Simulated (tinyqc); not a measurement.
Junctionless gate-all-around wire, depletion approximation: one step of the calculation.

A uniformly doped n-type wire of radius R under a surrounding gate; long channel. Below flat band a shell from radius rc to R is fully depleted and the neutral core, at channel potential V (0 at the source, Vd at the drain), carries the current with constant mobility; s = (rc/R)^2 is the share of the cross-section that conducts. The edge of the depleted shell is taken as abrupt, so there is no subthreshold current.

Task. Voltages that deplete the wire. Cox = eps0 eox/(R ln(1 + tox/R)); A = q Nd R^2/(4 eps0 eps_r); B = q Nd R/(2 Cox); VT = Vfb - A - B.

Parameters, values chosen for the exercise; material values close to those of silicon:
- eps_r = 11.8 (relative permittivity of the semiconductor)
- eox = 9 (relative permittivity of the gate insulator)
- tox = 6.1 nm (insulator thickness)
- R = 8 nm (wire radius)
- Nd = 5.6e18 cm^-3 (donor density)
- Vfb = 0.49 V (flat-band voltage)

Constants: q = 1.602176634e-19 C, eps0 = 8.8541878128e-14 F/cm where lengths are in cm. Results are converted to the units shown.

Wanted: Cox; A; B; VT.

Result.

Cox = 1.7576 uF/cm^2
A = 0.13740 V
B = 0.20419 V
VT = 0.14841 V

Of the 0.342 V needed, 59.8 % drops over the insulator. The device is normally off.

Computed by the program tinyqc: `OMP_NUM_THREADS=1 python tinyqc.py 2460034 2460035 out.jsonl`, one thread of a shared Intel Xeon 2.30GHz, about 0.01 s for the whole run.
